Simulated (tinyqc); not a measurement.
# Collinear exchange A + BC -> AB + C on a London-Eyring-Polanyi-Sato surface: saddle, string of images and rate, step by step

A worked calculation. Computed by tinyqc, a small Python program that keeps every step. Command: `OMP_NUM_THREADS=1 python tinyqc.py 3114290 3114291 out.jsonl leps walk`. One thread of a shared host (Intel(R) Xeon(R) Processor @ 2.30GHz), about 0.04 s of CPU time with the checks. Intermediate numbers are printed to about 6 digits and carried at full precision; extremes and crossings named in words are read from the listed rows.

x = r(AB), y = r(BC), r(AC) = x + y. V is counted from separated atoms, the barrier from A + BC, that is V + D(BC).

Inputs (values chosen for the exercise, for a model exchange):
```
quantity            value           unit
D(AB)                4.76             eV
r0(AB)                1.4       angstrom
beta(AB)             1.54     1/angstrom
D(BC)                4.27             eV
r0(BC)               1.02       angstrom
beta(BC)             2.04     1/angstrom
D(AC)                3.07             eV
r0(AC)               1.45       angstrom
beta(AC)             1.77     1/angstrom
Sato parameter S     0.16              -
mass of A           1.008              u
mass of B           2.014              u
mass of C           28.09              u
temperature T        1200              K
step of the string  0.015  angstrom^2/eV
```

Constants: nu for 1 eV/(angstrom^2 u) = 15.6333042 THz; h x 1 THz = 4.135667696 meV; k_B = 1.380649e-23 J/K; u = 1.6605390666e-27 kg; k_B = 8.617333262e-05 eV/K.

## One point of the surface

For each pair, with u = exp(-beta (r - r0)): Q = D [(3 + S) u^2 - (2 + 6 S) u]/(4 (1 + S)), J = D [(1 + 3 S) u^2 - (6 + 2 S) u]/(4 (1 + S)); V = Q1 + Q2 + Q3 - sqrt(((J1 - J2)^2 + (J2 - J3)^2 + (J3 - J1)^2)/2). Take x = r0(AB) + 0.3 and y = r0(BC) + 0.1 angstrom.

Pair terms:
```
pair         u     Q (eV)    J (eV)
AB    0.630022  -0.626364  -3.48207
BC    0.815462  -0.287521  -3.83707
AC    0.088487  -0.156926  -0.36235
```

V = -4.38234 eV

## Relaxing the string

String of 9 images between the fixed ends (r0(AB) + 2, r0(BC)) and (r0(AB), r0(BC) + 2), started on the two straight legs through (r0(AB) + 0.3, r0(BC) + 0.3): each iteration moves the inner images by -step x gradient (central differences) and spaces them evenly again along the broken line (coordinates are kept between 0.2 and 8 angstrom); stop when no coordinate changes by more than 1e-5 angstrom, at most 400 iterations.

Course:
```
iteration  highest inner image above A + BC (eV)  largest move (angstrom)
1                                       0.263868              4.44415e-02
2                                       0.165673              3.71143e-02
3                                       0.095594              3.15111e-02
4                                       0.050857              2.50986e-02
5                                       0.025062              1.89930e-02
6                                       0.022901              1.51539e-02
7                                       0.022392              1.19086e-02
...                                          ...                      ...
32                                      0.022210              3.44109e-05
33                                      0.022210              2.72780e-05
34                                      0.022210              2.16280e-05
35                                      0.022210              1.71515e-05
36                                      0.022210              1.36038e-05
37                                      0.022211              1.07917e-05
38                                      0.022211              8.56210e-06
```

Images at the end:
```
image  x (angstrom)  y (angstrom)  V + D(BC) (eV)
0           3.40000       1.02000        0.008905
1           2.93894       1.02149        0.015887
2           2.47790       1.02657        0.022211
3           2.01756       1.05237       -0.003959
4           1.58473       1.21090       -0.198221
5           1.41874       1.63728       -0.397866
6           1.40239       2.09788       -0.459386
7           1.40043       2.55894       -0.479191
8           1.40000       3.02000       -0.485962
```

last move = 8.56210e-06 angstrom

Converged in 38 iterations.

## Saddle by Newton steps

From the highest inner image, z -> z - H^-1 g with gradient g and Hessian H by central differences, steps capped at 0.15 angstrom, 12 steps.

The first seven points:
```
step        x        y  V + D(BC) (eV)  |g| (eV/angstrom)
0     2.47790  1.02657       0.0222105        1.60973e-03
1     2.46327  1.02688       0.0222220        2.82443e-04
2     2.46379  1.02688       0.0222220        3.49299e-07
3     2.46379  1.02688       0.0222220                  0
4     2.46379  1.02688       0.0222220                  0
5     2.46379  1.02688       0.0222220                  0
6     2.46379  1.02688       0.0222220                  0
```

saddle (x, y) (angstrom): 2.46379  1.02688

barrier = 0.0222220 eV

Hessian (eV/angstrom^2):
```
         x        y
x  -0.1006   0.7674
y   0.7674  33.4890
```

The highest image lies 0.0 meV below the saddle. Stretches at the saddle: AB 1.064, BC 0.007 angstrom, for a reaction energy D(BC) - D(AB) = -0.49 eV: an early barrier for an exothermic step.

## Frequencies at the saddle

Wilson matrix G = [[1/m_A + 1/m_B, -1/m_B], [-1/m_B, 1/m_B + 1/m_C]]; eigenvalues lambda of G H give nu = 15.6333042 THz x sqrt(|lambda|), the negative one being imaginary. Reactant: nu_BC from k = 2 D beta^2 and 1/m_B + 1/m_C. Skew angle: cos = sqrt(m_A m_C/((m_A + m_B)(m_B + m_C))).

imaginary frequency = 5.56523 THz

real frequency at the saddle = 64.5245 THz

nu_BC = 67.9855 THz

skew angle = 56.0902 degrees

## Transition-state rate

One-dimensional rate constant without tunnelling, k = sqrt(k_B T/(2 pi mu)) [sinh(h nu_BC/(2 k_B T))/sinh(h nu_s/(2 k_B T))] exp(-barrier/(k_B T)) with mu = m_A (m_B + m_C)/(m_A + m_B + m_C); Wigner factor 1 + (h nu_i/(k_B T))^2/24; adiabatic barrier = barrier + h (nu_s - nu_BC)/2.

adiabatic barrier = 0.0150651 eV

rate constant k = 111466 cm/s

Wigner factor = 1.00206

Caution: the adiabatic barrier is below k_B T, so the saddle is a poor dividing surface.

## Rate against temperature

The formulas are those given above.

Rates; the last column is k_B T^2 d ln k/dT:
```
T (K)  k (cm/s)  Wigner factor  activation energy (eV)
300       35623        1.03303                0.027995
400       47592        1.01858                0.032335
550       62920        1.00983                0.038976
750       80160        1.00528                0.048072
1000      98505        1.00297                0.059592
1400     123314        1.00152                0.077911
2000     154187        1.00074                0.104896
```

The activation energy goes from 0.028 eV at 300 K, near the adiabatic barrier plus k_B T/2 (0.028), to 0.105 eV at 2000 K; the classical limit is the barrier plus k_B T/2 (0.108).

Checks made by the program: V for A far away against -D(BC) (relative difference below 1e-10).
